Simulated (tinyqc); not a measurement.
Effective-mass impurity with a central-cell term, in a basis of Slater functions. Changing the dielectric constant eps. Computed by tinyqc, a small Python program. Command: `OMP_NUM_THREADS=1 python tinyqc.py 3025152 3025153 out.jsonl centralcell sweep`. One thread of a shared host (Intel(R) Xeon(R) Processor @ 2.30GHz), about 0.02 s of CPU time with the checks.

The envelope obeys H = -nabla^2 - (2/r) [Z + A exp(-kappa r)] in effective units, with kappa = a*/lambda; positive A deepens the well near the core.

Inputs (values chosen for the exercise, with screening close to that of GaAs):
```
quantity                   value      unit
effective mass m           0.212       m_0
charge Z of the core           2         -
central-cell strength A     -1.9         -
central-cell range lambda    1.4  angstrom
```

Impurity: acceptor, one isotropic band.

Constants: Ry = 13.605693123 eV; a_0 = 0.529177210903 angstrom.

Method:
- Units: Ry* = Ry m/eps^2 and a* = a_0 eps/m, with m in m_0.
- kappa = a*/lambda; the hydrogenic ground state is bound by Z^2 Ry*.
- For s functions exp(-zeta r), with s = zeta_i + zeta_j: S = 2/s^3, T = zeta_i zeta_j S, V = -2 Z/s^2, W = -2 A/(s + kappa)^2; each function is normalised by dividing by sqrt(S_ii S_jj).
- Large basis: zeta_i = 0.06 x 1.6^(i-1), i = 1..22, same formulas; for p functions r exp(-zeta r): S = 24/s^5, T = zeta_i zeta_j S (centrifugal term included), V = -12 Z/s^4, W = -12 A/(s + kappa)^4; overlap eigenvalues below 1e-11 are dropped.
- Binding energies are -E Ry*; the effective quantum number is nu = Z/sqrt(-E); |psi(0)|^2 is given relative to the hydrogenic Z^3/(pi a*^3).

One run for each value; columns: (1) dielectric constant eps; (2) 1s binding energy (meV); (3) hydrogenic binding energy (meV); (4) 2p binding energy (meV); (5) a* (angstrom):
```
(1)     (2)    (3)    (4)    (5)
7.5   188.2  205.1  51.25  18.72
8.8   139.2  149.0  37.24  21.97
10.0  109.1  115.4  28.84  24.96
12.0   76.8   80.1  20.03  29.95
14.0   57.0   58.9  14.72  34.95
16.0   43.9   45.1  11.27  39.94
19.0   31.3   32.0   7.99  47.43
22.0   23.5   23.8   5.96  54.91
```

What does the table show, and why?

Over the rows, 1s binding energy (meV) falls from 188 to 23.5 (exponent d ln y / d ln x about -1.9 throughout); hydrogenic binding energy (meV) falls from 205 to 23.8 (exponent d ln y / d ln x about -2.0 throughout); 2p binding energy (meV) falls from 51.3 to 5.96 (exponent d ln y / d ln x about -2.0 throughout). At the high end the exponent of 1s binding energy is -1.97, close to -2: the central cell is a small correction. The exponent of 2p binding energy stays at -2: a hydrogenic level scales as m/eps^2. The exponent of a* stays at 1: a* = a_0 eps/m.
